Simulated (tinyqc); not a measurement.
# Gate sheet resistance from two finger widths

Problem. At low frequency R = Rsh Wf/(3 L) + B/Wf, where B collects the channel and vertical terms. Find Rsh, B and the width of lowest R.

Inputs (values chosen for the exercise):
- L = 0.97 um (channel length)

input resistance of single fingers, contacted at one end, of width 0.63 and 9.4 um (ohm): 136.21960  28.423996

Solution. R Wf is a straight line in Wf^2; the minimum of R lies where both terms are equal.

Rsh = 6.00 ohm/square
B = 85.0 ohm um
width of lowest R = 6.42 um

Computed by the program tinyqc: `OMP_NUM_THREADS=1 python tinyqc.py 2262133 2262134 out.jsonl`, one thread of a shared Intel Xeon 2.30GHz, about 0.01 s for the whole run.
